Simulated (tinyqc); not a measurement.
A periodic Ge profile (wiggle well): inter-valley coupling by envelope functions against a chain of atomic planes.

Chain: E(phi) = e0 + 2 v cos(phi) + 2 u cos(2 phi), cos(phi0) = -v/(4u), e0 = 2u + v^2/(4u); plane j = 0, 1, ... has the potential V_j = dE x_j + F (j - 30) a/4 (1 MV/m = 1e-4 V/angstrom). There are 30 barrier planes a side; with y = j - 29.5, x_j = xb (f(y) + f(Nw - y)), f(y) = 1/(1 + exp(y/L)), plus any Ge added in the well. The valley splitting is the spacing of the two lowest levels. Envelope theory: F_j solves a one-valley chain with hopping -b and diagonal 2b + V_j, b = 4u sin^2(phi0), sum F_j^2 = 1; the valleys couple by Dv = sum_j F_j^2 V_j exp(-2 i phi0 j) and split by 2|Dv|.

Values chosen for the exercise (near those of the Delta valleys of silicon in a SiGe well; not measured data):
```
symbol  value  unit      meaning
a       5.431  angstrom  lattice constant; planes lie a/4 apart
u       0.625  eV        second-neighbour hopping
v       0.57   eV        nearest hopping
Nw      67               planes in the well
L       1      planes    interface width
xb      0.29             Ge fraction of the barriers
dE      0.58   eV        offset per unit Ge fraction
F       0      MV/m      field
xw      0.013            mean Ge fraction of the wiggle
```

periods (planes): pi/phi0 1.74454, pi/(pi - phi0) 2.34312

Added fraction xw (1 - cos(2 pi (j - 30)/p)) on the well planes; p = f times the resonant period pi/(pi - phi0). At resonance the estimate is dE xw.

Against period:
```
f     p (planes)  mean of the doublet (meV)  splitting, chain (micro-eV)  envelope
0.90      2.1088                      11.80                           65        69
0.95      2.2260                      11.46                          750       758
0.98      2.2963                      11.42                         5359      5745
0.99      2.3197                      11.70                         6837      7047
1.00      2.3431                      11.88                         7510      7498
1.01      2.3666                      11.72                         6930      7049
1.02      2.3900                      11.46                         5588      5856
1.05      2.4603                      11.37                         1358      1327
1.10      2.5774                      11.76                           66        60
1.50      3.5147                      11.88                            5         7
3.00      7.0294                      11.87                            9         9
```

The splitting peaks at f = 1 with 7.51 meV, against the estimate dE xw = 7.54 meV, and is 0.71 and 0.74 of the value at f = 1 two per cent off to either side: the width of the resonance is set by the number of periods under the envelope. At f = 3 it is 9 micro-eV. The chain has one orbital a plane and knows only this resonance; longer periods that work through other bands are outside it.

tinyqc: `OMP_NUM_THREADS=1 python tinyqc.py 1481529 1481530 out.jsonl`; about 0.1 s, one thread, shared Intel(R) Xeon(R) Processor @ 2.30GHz.
